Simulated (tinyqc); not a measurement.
MOS inversion layer, Poisson-Schroedinger loop: one step of the calculation.

Electrons confined at an insulator interface at z = 0, treated as a hard wall; parabolic valleys, Hartree approximation, no image or exchange terms. The depletion charge lies far deeper than the electrons and gives a uniform field q Nd/(eps0 eps_r); the gate balances all charge. Energies are counted from the band edge at the interface.

Question. Closed-form estimates. Triangular well: E_k = a_k (C F^2/mz)^(1/3), a_1 = 2.338107, a_2 = 4.087949, C = hbar^2/(2 m0), F in eV/nm. Fang-Howard (all electrons in the lowest level of set A): b^3 = 6 (mz1/C) q (Nd + 11 Ns/32)/(eps0 eps_r), centroid 3/b, level C b^2/(4 mz1) + (3/b) q (Nd + 11 Ns/16)/(eps0 eps_r). Use F = q (Nd + Ns)/(eps0 eps_r), the surface field, and F = q (Nd + Ns/2)/(eps0 eps_r).

Parameters, values chosen for the exercise; masses and permittivity close to those of germanium (111): relative permittivity eps_r = 15.8; mass along z of valley set A (1 valley(s)) mz1 = 1.56 m0; sheet density of electrons Ns = 1.3e13 cm^-2; sheet density of depletion charge Nd = 6.1e10 cm^-2.

Constants: q = 1.602176634e-19 C, hbar = 1.054571817e-34 J s, m0 = 9.1093837015e-31 kg, eps0 = 8.8541878128e-14 F/cm where lengths are in cm, hbar^2/(2 m0) = 0.0380998212 eV nm^2. Results are converted to the units shown.

Give: A1 with the surface field; A1 with Nd + Ns/2; A2 with Nd + Ns/2; b; Fang-Howard centroid; Fang-Howard level.

Answer.

A1 with the surface field = 0.1912 eV
A1 with Nd + Ns/2 = 0.1208 eV
A2 with Nd + Ns/2 = 0.2112 eV
b = 2.336 1/nm
Fang-Howard centroid = 1.284 nm
Fang-Howard level = 0.1657 eV

tinyqc, about 1 s, one thread, Intel Xeon 2.30GHz (shared host): `OMP_NUM_THREADS=1 python tinyqc.py 2160091 2160092 out.jsonl`
